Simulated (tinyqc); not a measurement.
Short-channel transistor, virtual-source model with series resistance: one step of the calculation.

The current per gate width is the charge at the top of the source barrier (the virtual source) times its velocity times a saturation function; al and be are fitting constants of the model. Units: I in uA/um, Rs in ohm um, so I Rs = 1e-6 I Rs in volts; Q in uC/cm^2, so I = 1e-4 Q vx0 Fsat with vx0 in cm/s.

Problem. What the series resistance costs. Intrinsic voltages Vg' = Vgs - I Rs, Vd' = Vds - 2 I Rs. n = n0 + nd Vd', VT = VT0 - dl Vd', Ff = 1/(1 + exp((Vg' - VT + al Vt/2)/(al Vt))), Q = Cinv n Vt ln(1 + exp((Vg' - VT + al Vt Ff)/(n Vt))), Vdsat = (vx0 L/mu)(1 - Ff) + Vt Ff, Fsat = u/(1 + u^be)^(1/be) with u = Vd'/Vdsat, and I = Q vx0 Fsat per width. I0 is the current for Rs = 0. Effective velocity I/Q; transit time L Q/I.

Parameters, values chosen for the exercise: temperature T = 300 K; inversion capacitance Cinv = 2.08 uF/cm^2; velocity at the virtual source vx0 = 8.11e6 cm/s; apparent mobility mu = 120 cm^2/(V s); channel length L = 65 nm; threshold at zero drain voltage VT0 = 0.328 V; drain-induced barrier lowering dl = 0.119 V/V; subthreshold factor n0 = 1.17; growth of n with drain voltage nd = 0.2 1/V; threshold shift (in units of Vt) from weak to strong inversion al = 3.5; sharpness of saturation be = 1.8; series resistance of each contact Rs = 70 ohm um; gate voltage Vgs = 0.75 V; drain voltage Vds = 0.75 V.

Constants: q = 1.602176634e-19 C, kB = 1.380649e-23 J/K, Vt = kB T/q. Results are converted to the units shown.

converged I = 622.38825 uA/um
I0 = 721.26501 uA/um

Give: loss against I0; effective velocity; transit time.

Solution.

loss against I0 = 13.709 %
effective velocity = 6.5381e6 cm/s
transit time = 0.99417 ps

The carriers leave the virtual source at 80.6 % of vx0.

tinyqc, about 0.01 s, one thread, Intel Xeon 2.30GHz (shared host): `OMP_NUM_THREADS=1 python tinyqc.py 2380112 2380113 out.jsonl`
